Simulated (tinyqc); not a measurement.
What each parameter does: strained quantum well: band edges, subbands and transparency.

Growth on (001), barriers unstrained: tr(e) = e (2 - nu2), Z = b e (1 + nu2); Ec = Ev + Eg + ac tr(e), E_HH = Ev + av tr(e) + Z, E_LH = Ev + av tr(e) - Z (coupling to the split-off band left out).

Masses along z: me, 1/(g1 - 2 g2) for HH, 1/(g1 + 2 g2) for LH, likewise in the barrier; in the plane me, 1/(g1 + g2) for HH and 1/(g1 - g2) for LH (no mixing, which understates the hole masses away from k = 0). Level n solves k L + 2 atan[(k/m)/(kappa/mb)] = n pi, k = sqrt(m E/c), kappa = sqrt(mb (V - E)/c), c = hbar^2/2m0.

Transparency (Bernard-Duraffourg): Fc - Fv equals the lowest transition energy with n = p, n = sum m/(2 pi c) kB T ln(1 + exp((Fc - E)/kB T)) and p likewise over the listed subbands; c = hbar^2/2m0, 1/angstrom^2 = 1e16/cm^2.

Constants: hbar^2/2m0 = 3.80998211 eV angstrom^2; kB = 8.617333262e-05 eV/K; hc = 1239.841984 eV nm.

Inputs chosen for the exercise (near those of an InGaAs/InP well; shifted at random, so the results belong to these values and not to a real crystal):
- e = -0.0071 (strain in the plane)
- nu2 = 1.015 (2 C12/C11)
- Eg = 0.612 eV (unstrained gap of the well)
- Ev = -0.578 eV (its valence edge)
- ac = -5.83 eV
- av = 1.06 eV (Ev moves by av tr(e))
- b = -1.87 eV (shear potential)
- Egb = 1.354 eV (gap of the barrier)
- Evb = -0.94 eV (its valence edge)
- L = 80 angstrom (well width)
- me = 0.0387 m0 (electron mass)
- g1 = 15.31 (gamma1)
- g2 = 6.18 (gamma2)
- meb = 0.08 m0
- g1b = 5.08
- g2b = 1.6
- T = 350 K (temperature)

Edge wavelength, hh1 - lh1 and n_tr.

One parameter was then changed.

Results before and after:
```
case     wavelength (nm)  hh1 - lh1 (meV)  n_tr (1e12/cm^2)
base              1756.8             93.7             0.452
changed           1756.8             93.7             0.520
```

Which of these changes was made? (a) g1 = 16.23; (b) Eg = 0.592 eV; (c) ac = -5.25 eV; (d) L = 90 angstrom; (e) b = -2.15 eV; (f) T = 390 K; (g) e = -0.0091; (h) me = 0.0426 m0.

Answer: (f) T = 390 K. Of the candidates, run in turn, only this one gives the changed row.

All candidates:
```
case             wavelength (nm)  hh1 - lh1 (meV)  n_tr (1e12/cm^2)
base                      1756.8             93.7             0.452
L = 90 angstrom           1784.1             88.8             0.471
e = -0.0091               1743.6            108.1             0.445
Eg = 0.592 eV             1804.8             93.7             0.452
b = -2.15 eV              1766.8            101.4             0.448
ac = -5.25 eV             1766.3             93.7             0.452
me = 0.0426 m0            1761.7             93.7             0.477
g1 = 16.23                1750.4             91.6             0.431
T = 390 K                 1756.8             93.7             0.520
```

(tinyqc, `OMP_NUM_THREADS=1 python tinyqc.py 1281384 1281385 out.jsonl`, Intel(R) Xeon(R) Processor @ 2.30GHz, 1 thread, shared host, about 0.01 s.)
